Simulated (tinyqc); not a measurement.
Worked calculation: Hueckel theory of the pi electrons with the omega technique, for the molecule C=Cc1ccccc[cH+]1 (SMILES; centres numbered as the heavy atoms are written). One step of it, computed by the program tinyqc.

Question. Energy, charges, bond orders. E = sum n x; q_r = z_r - P_rr; bond order p = P_rs; free valence = sqrt(3) - sum of p over the bonds of the atom.

final x values: 2.194919  1.602961  1.325019  0.859070  -0.269769  -0.365906  -1.053977  -1.724107  -1.968212

occupations: 2.000000  2.000000  2.000000  2.000000  0.000000  0.000000  0.000000  0.000000  0.000000

final P, lower triangle:
```
           1C         2C         3C         4C         5C         6C        7C        8C
1C   0.913604
2C   0.892669   0.990080
3C   0.117436   0.431691   0.879672
4C  -0.231684  -0.010784   0.577786   0.866206
5C  -0.121632  -0.084788   0.137078   0.667303   0.872373
6C   0.149905   0.032219  -0.200148   0.145714   0.624947   0.869744
7C   0.149905   0.032219  -0.200148  -0.242195   0.142099   0.654846  0.869744
8C  -0.121632  -0.084788   0.137078  -0.204277  -0.212520   0.142099  0.624947  0.872373
9C  -0.231684  -0.010784   0.577786   0.165997  -0.204277  -0.242195  0.145714  0.667303

          9C
9C  0.866206
```

Centres:
```
centre  z_r, pi electrons of the neutral centre         h
1C                                            1  0.000000
2C                                            1  0.000000
3C                                            1  0.000000
4C                                            1  0.000000
5C                                            1  0.000000
6C                                            1  0.000000
7C                                            1  0.000000
8C                                            1  0.000000
9C                                            1  0.000000
```

Bonds:
```
i  j  k
1  2  1
2  3  1
3  4  1
4  5  1
5  6  1
6  7  1
7  8  1
8  9  1
9  3  1
```

Give: pi energy = 8 alpha + this times beta; pi charges; Bond orders and lengths from R = 1.517 - 0.180 p; free valence of the carbons; gap between the highest filled and the next level.

Answer.

pi energy = 8 alpha + this times beta = 11.9639

pi charges: 1C 0.0864, 2C 0.0099, 3C 0.1203, 4C 0.1338, 5C 0.1276, 6C 0.1303, 7C 0.1303, 8C 0.1276, 9C 0.1338

Bond orders and lengths from R = 1.517 - 0.180 p (angstrom, C-C alone):
```
bond       p       R
1-2   0.8927  1.3563
2-3   0.4317  1.4393
3-4   0.5778  1.4130
4-5   0.6673  1.3969
5-6   0.6249  1.4045
6-7   0.6548  1.3991
7-8   0.6249  1.4045
8-9   0.6673  1.3969
9-3   0.5778  1.4130
```

free valence of the carbons: 1C 0.8394, 2C 0.4077, 3C 0.1448, 4C 0.4870, 5C 0.4398, 6C 0.4523, 7C 0.4523, 8C 0.4398, 9C 0.4870

gap between the highest filled and the next level = 1.1288 |beta|
